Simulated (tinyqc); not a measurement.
# Self-heating of a transistor with one or more fingers, with temperature-dependent conductivity, step by step

A worked calculation. Computed by tinyqc, a small Python program that keeps every step. Command: `OMP_NUM_THREADS=1 python tinyqc.py 3003036 3003037 out.jsonl selfheat walk`. One thread of a shared host (Intel(R) Xeon(R) Processor @ 2.30GHz), about 0.07 s of CPU time with the checks. Intermediate numbers are printed to about 6 digits and carried at full precision; extremes and crossings named in words are read from the listed rows.

N long parallel fingers lie on the top face of a slab whose bottom is held at T_0; the top is otherwise insulated, and heat flows in two dimensions. P in W/mm is 1000 P in W/m.

Inputs (values chosen for the exercise, modelled on sapphire):

| quantity | value | unit |
|---|---|---|
| conductivity at the base temperature kappa_0 | 33 | W/(m K) |
| exponent m in kappa ~ T^-m | 1.25 | - |
| base temperature T_0 | 323 | K |
| power per gate width P | 0.35 | W/mm |
| fingers N | 5 | - |
| finger pitch s | 8.7 | micrometre |
| width of the heat source w | 0.32 | micrometre |
| substrate thickness t | 46 | micrometre |
| phonon free path Lambda | 18 | nm |
| heat capacity C | 3.1 | 1e6 J/(m^3 K) |
| pulse length | 29 | microsecond |

Power: fixed power.

## Geometry factors

A line source of power P on the top face raises the top at distance x by (P/(pi kappa_0)) g(x), g(x) = -ln tanh(pi x/(4 t)) (the image sum for the slab). On a strip of width w the centre sees the mean of g over the strip, g_0 = 1 + ln(8 t/(pi w)) for w much below t.

own factor g_0 = 6.90279

g(j s), j = 1..7: 1.91420  1.24256  0.87156  0.62944  0.46080  0.33966  0.25127

## Linear temperature rise of each finger

theta_i = (P/(pi kappa_0)) [g_0 + sum over j != i of g(|i - j| s)], with equal powers and constant conductivity; thermal resistance = largest theta/P.

theta of each finger (K): 39.0286  43.3660  44.6185  43.3660  39.0286

largest theta = 44.6185 K

thermal resistance = 127.481 K mm/W

The neighbours supply 48 % of the rise of the hottest finger, which runs 5.6 K above the outer ones.

## Correction for the falling conductivity

Kirchhoff transformation for kappa = kappa_0 (T/T_0)^-m: T = T_0 [1 - (m - 1) theta/T_0]^(-1/(m - 1)), where theta is the linear rise. The bracket vanishes at the power P T_0/((m - 1) theta).

peak temperature = 371.754 K

true rise = 48.7537 K

true rise / linear rise = 1.09268

power at which the formula diverges = 10.1348 W/mm

The falling conductivity adds 9.3 % to the rise.

## Extra rise from ballistic phonons

Near a source smaller than the free path, Fourier's law overstates the flow. Rough estimate: a strip that emits phonons into a half space adds a resistance times area of 4 Lambda/(3 kappa_0), from the ballistic flux C v Delta T/4 with kappa_0 = C v Lambda/3, so Delta T_b = 4 Lambda P/(3 kappa_0 w); Knudsen number Lambda/w.

Knudsen number = 0.05625

ballistic rise Delta T_b = 0.795455 K

Delta T_b / largest theta = 0.0178279

By this estimate the ballistic term is at most a fifth of the Fourier rise.

## Rise at the end of a pulse

After switching on, theta(tau) = (P D/kappa_0) int_0^tau X(u) Z(u) du at the hottest finger, D = kappa_0/C; X = sum over fingers at distance x of [erf((x + w/2)/r) - erf((x - w/2)/r)]/(2 w), Z = sum_(j=-200..200) (-1)^j exp(-(2 j t/r)^2)/sqrt(pi D u), r = 2 sqrt(D u); trapezoid rule on 300 points evenly spaced in ln u from u_0 = 1e-3 min(tau, w^2/D) to tau, plus the exact piece 2 sqrt(u_0/(pi D))/w below u_0. Conductivity and power are held at their base values here, and Fourier's law is used even where the diffusion length is near a phonon free path.

diffusivity D = 10.6452 micrometre^2/microsecond

diffusion length sqrt(D tau) = 17.5701 micrometre

linear rise after the pulse = 31.861 K

share of the steady rise = 0.7141

## Rise against time

The formulas are those given above.

Heating curve:

| time (microsecond) | sqrt(D time) (micrometre) | rise (K) | share of the steady rise |
|---|---|---|---|
| 2.00e-04 | 0.0461414 | 1.723 | 0.03862 |
| 0.002 | 0.145912 | 4.5924 | 0.1029 |
| 0.02 | 0.461414 | 8.3342 | 0.1868 |
| 0.2 | 1.45912 | 12.206 | 0.2736 |
| 2 | 4.61414 | 17.009 | 0.3812 |
| 9.9 | 10.2658 | 24.44 | 0.5477 |
| 40 | 20.6351 | 34.299 | 0.7687 |
| 120 | 35.7410 | 41.828 | 0.9375 |
| 300 | 56.5115 | 44.406 | 0.9952 |

Half the steady rise is reached between 2.0 and 9.9 microseconds, and the last row holds 99.5 % of it; the slowest time constant is 4 t^2/(pi^2 D) = 80.6 microseconds. While the diffusion length lies between w and the pitch or thickness, the rise grows as the logarithm of time; once it nears the pitch of 8.7 micrometre the neighbours add their heat.

Checks made by the program: g(s) against the alternating image sum (relative difference 7e-07); Kirchhoff integral of kappa/kappa_0 from T_0 to T (relative difference below 1e-10); long-time limit against the steady rise (relative difference 1e-05).
